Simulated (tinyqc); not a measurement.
Chemically amplified photoresist: aerial image, acid generation, bake, development and line width: one step, computed by the program tinyqc. Command: `OMP_NUM_THREADS=1 python tinyqc.py 3025519 3025520 out.jsonl resist walk`. One thread of a shared host (Intel(R) Xeon(R) Processor @ 2.30GHz), about 0.02 s of CPU time with the checks.

Lines and spaces of pitch p with a two-beam-like image; x = 0 is the middle of the bright space. The resist is positive and treated as uniform in depth.

Question. Space width and dose latitude. Dose E(x) = E [1 + c cos(2 pi x/p)]; acid h = 1 - exp(-C E(x)). Bake: the acid image is blurred by a Gaussian of variance sigma^2 = 2 D t (each Fourier term k of h, taken on 64 points, is multiplied by exp(-4 pi^2 k^2 D t/p^2)). The quencher then removes q, h_eff = max(h_blurred - q, 0); protection m = exp(-k_amp t h_eff). Mack rate r = r_max (a + 1)(1 - m)^n/(a + (1 - m)^n) + r_min, a = ((n + 1)/(n - 1))(1 - m_th)^n. Edge: vertical development clears the film where r t_d >= d; the space width is twice the x where r = d/t_d. Dose sensitivity = d ln(width)/d ln E from widths at 1.005 E and E/1.005; image log-slope at the edge = |d ln E/dx|, normalised by the width (NILS); latitude for 10 % of width = 10 %/sensitivity.

Inputs (values chosen for the exercise, for a model resist at 193 nm):
```
quantity                                         value     unit
pitch p                                             98       nm
image contrast c                                  0.57        -
mean dose E                                       7.74  mJ/cm^2
Dill parameter C                                 0.027  cm^2/mJ
quencher load q, relative to the acid generator   0.13        -
acid diffusivity D                                 1.6   nm^2/s
bake time t                                         60        s
amplification rate k_amp                         0.062      1/s
threshold protection m_th                         0.57        -
development selectivity n                            5        -
largest rate r_max                                 160     nm/s
smallest rate r_min                              0.017     nm/s
resist thickness d                                  87       nm
development time t_d                                60        s
```

Give: space width; dose sensitivity; NILS; dose latitude.

Answer.

space width = 50.24 nm

dose sensitivity = 1.554

NILS = 1.877

dose latitude = 6.434 %

At the same width a resist without blur would give a sensitivity 2/NILS = 1.066; the blur multiplies it by 1.46. Caution: lateral development, standing waves and the joint diffusion of acid and quencher are left out, so widths are indicative.
